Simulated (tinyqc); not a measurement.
A particle near a wafer in liquid: double-layer and van der Waals forces (DLVO), deposition barrier and removal: one step, computed by the program tinyqc.

Sphere and flat wall, Derjaguin approximation, constant potentials in the linear-superposition form, no retardation and no hydration force.

Problem. Removing an attached particle. Adhesion F_a = A R/(6 h0^2) [1 + a^2/(R h0)] - kappa Z R exp(-kappa h0), a the contact radius. Drag in a shear flow F_d = 1.7 x 6 pi mu R^2 G, acting at 1.4 R; rolling starts when 1.4 R F_d = a F_a. Wall shear stress = mu G.

Inputs (values chosen for the exercise, of the order of those for silica on silicon in water):

| quantity | value | unit |
|---|---|---|
| particle radius R | 15 | nm |
| Hamaker constant A | 1.1e-20 | J |
| temperature T | 343 | K |
| contact distance h0 | 0.4 | nm |
| contact radius over R | 0.19 | - |
| viscosity | 0.41 | mPa s |

kappa = 0.03568325 1/nm

Z = -1.097462 pN

Give: van der Waals adhesion; net adhesion F_a; wall shear stress for rolling; shear rate G.

Solution.

van der Waals adhesion = 404.6 pN

net adhesion F_a = 405.1 pN

wall shear stress for rolling = 7626 Pa

shear rate G = 1.860e+07 1/s

Caution: kappa R is not large, so the Derjaguin approximation is only rough at gaps of the order of the Debye length.
